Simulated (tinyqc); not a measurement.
Stretching all distances: RHF, UHF, MP2, CISD and CCSD against full CI in the sto-3g basis, for H6, spin multiplicity 1. Computed by the program tinyqc with PySCF. 

Geometry (angstrom):

| atom | x | y | z |
|---|---|---|---|
| H | 0.0000 | 0.0000 | 0.0000 |
| H | 0.0000 | 0.0000 | 0.7650 |
| H | 0.0000 | 0.0000 | 1.7160 |
| H | 0.0000 | 0.0000 | 2.4810 |
| H | 0.0000 | 0.0000 | 3.4330 |
| H | 0.0000 | 0.0000 | 4.1970 |

All coordinates are multiplied by the scale. c0^2 is the weight of the RHF determinant in the lowest singlet FCI state (UHF is spin-contaminated and may lie near states of higher spin) and n(LUMO) the first natural occupation beyond the occupied space.

Full CI energy (hartree) and errors against it (kcal/mol):

| scale | distance 1-2 (angstrom) | E(FCI) | RHF | UHF | MP2 | CISD | CCSD | <S^2> UHF | c0^2 | n(LUMO) |
|---|---|---|---|---|---|---|---|---|---|---|
| 0.9600 | 0.7344 | -3.263987 | 37.4640 | 37.4640 | 11.5628 | 0.7268 | 0.0857 | 0.0000 | 0.9651 | 0.0422 |
| 1.1800 | 0.9027 | -3.302771 | 51.9033 | 51.9033 | 18.6167 | 1.8690 | 0.1530 | 0.0000 | 0.9376 | 0.0692 |
| 1.4000 | 1.0710 | -3.234487 | 72.1324 | 72.1324 | 29.0270 | 4.4877 | 0.2782 | 0.0000 | 0.8928 | 0.1095 |
| 1.6300 | 1.2470 | -3.130552 | 101.4067 | 84.9041 | 44.6268 | 10.2912 | 0.4666 | 0.9719 | 0.8199 | 0.1717 |
| 1.8500 | 1.4152 | -3.034083 | 138.0577 | 76.6913 | 64.3856 | 20.4983 | 0.6235 | 1.7223 | 0.7236 | 0.2531 |
| 2.0700 | 1.5836 | -2.955106 | 182.4501 | 58.8069 | 87.7735 | 36.3439 | 0.5869 | 2.2451 | 0.6101 | 0.3521 |
| 2.3000 | 1.7595 | -2.895219 | 234.5101 | 39.5727 | 113.2230 | 58.4926 | 0.0777 | 2.5820 | 0.4914 | 0.4640 |

UHF parts from RHF first at scale 1.63 of those listed, where <S^2> leaves zero. The weight c0^2 goes from 0.97 to 0.49 and n(LUMO) from 0.04 to 0.46: static correlation grows as the bonds break into open-shell fragments. The spread of the error along the curve, which distorts its shape, is CCSD 0.5, UHF 47.4, CISD 57.8, MP2 101.7, RHF 197.0 kcal/mol. The table stops here: at scale 2.52 and beyond, the reference weight falls under 0.45 or RHF, UHF or CCSD hop between solutions, so those rows were left out and the spreads given cover only the rows shown. As computed, partly on other solutions, the errors there reach in size RHF 336, UHF 25, MP2 151, CISD 109, CCSD 2 kcal/mol.
